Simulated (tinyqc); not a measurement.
Convergence with the plane-wave basis: k.p theory built from an empirical-pseudopotential calculation at Gamma.

Empirical pseudopotential on the fcc lattice, atoms at +/- tau, tau = a (1,1,1)/8, no spin-orbit coupling. H(G,G') = c (2 pi/a)^2 |k + G|^2 delta + VS(q) cos(q.tau) + i VA(q) sin(q.tau), q = G - G', c = hbar^2/2m0; k and G in units of 2 pi/a; VS at |q|^2 = 3, 8, 11 and VA at 3, 4, 11, in rydberg, zero elsewhere. The basis holds all G with |G|^2 up to a cut-off. Energies are counted from the fourth level at Gamma.

For a multiplet A of d_A states, W(B) = (4 c/(3 d_A)) sum over n in A, m in B and i = x, y, z of |<n|G_i|m>|^2 (G in 1/angstrom, <n|G_i|m> = sum_G c_n(G)* G_i c_m(G)); the mean inverse mass of A is 1 + sum_B W(B)/(E_A - E_B). Multiplets with W = 0 are left out.

Valence parameters: D(u) = c + 4 c^2 sum_m <n|u.G|m><m|u.G|n'>/(0 - E_m) on the valence triplet, in units of c, has eigenvalues L, M, M along [100] and (L + 2M + 2N)/3, (L + 2M - N)/3 twice along [111]; g1 = -(L + 2M)/3, g2 = -(L - M)/6, g3 = -N/6.

Constants: hbar^2/2m0 = 3.80998211 eV angstrom^2; Ry = 13.60569312 eV.

Values chosen for the exercise (out of a larger set: near those of Si; not measured data):
- a = 5.415 angstrom (lattice constant)
- VS = (-0.21, 0.041, 0.082) Ry (symmetric form factors)
- VA = (0, 0, 0) Ry (antisymmetric form factors)

E_s is the lowest empty singlet, Ep its W to the valence triplet, m its mass.

Results:

| cut-off | plane waves | E_s (eV) | Ep (eV) | m (m0) | g1 | g2 | g3 |
|---|---|---|---|---|---|---|---|
| 8 | 27 | 4.033 | 21.56 | 0.1581 | 4.34 | 0.39 | 1.51 |
| 11 | 51 | 4.112 | 21.41 | 0.1617 | 4.24 | 0.44 | 1.44 |
| 12 | 59 | 4.082 | 21.40 | 0.1609 | 4.39 | 0.41 | 1.48 |
| 16 | 65 | 4.082 | 21.40 | 0.1609 | 4.43 | 0.40 | 1.49 |
| 19 | 89 | 4.062 | 21.47 | 0.1598 | 4.40 | 0.42 | 1.48 |
| 20 | 113 | 4.027 | 21.52 | 0.1584 | 4.40 | 0.43 | 1.49 |
| 24 | 137 | 4.030 | 21.52 | 0.1584 | 4.40 | 0.43 | 1.49 |

Against the last row, E_s errs most, by +0.082 eV, at cut-off 11, and by -0.003 eV in the last row but one. Ep varies by 0.8 % over the table and m by 2.3 %: the mass, near E_s/Ep, inherits the errors of both. Local form factors fix the converged values only roughly. The gap is a difference of two levels, so it need not converge steadily, and here it does not.

(tinyqc, `OMP_NUM_THREADS=1 python tinyqc.py 1051397 1051398 out.jsonl`, Intel(R) Xeon(R) Processor @ 2.30GHz, 1 thread, shared host, about 0.4 s.)
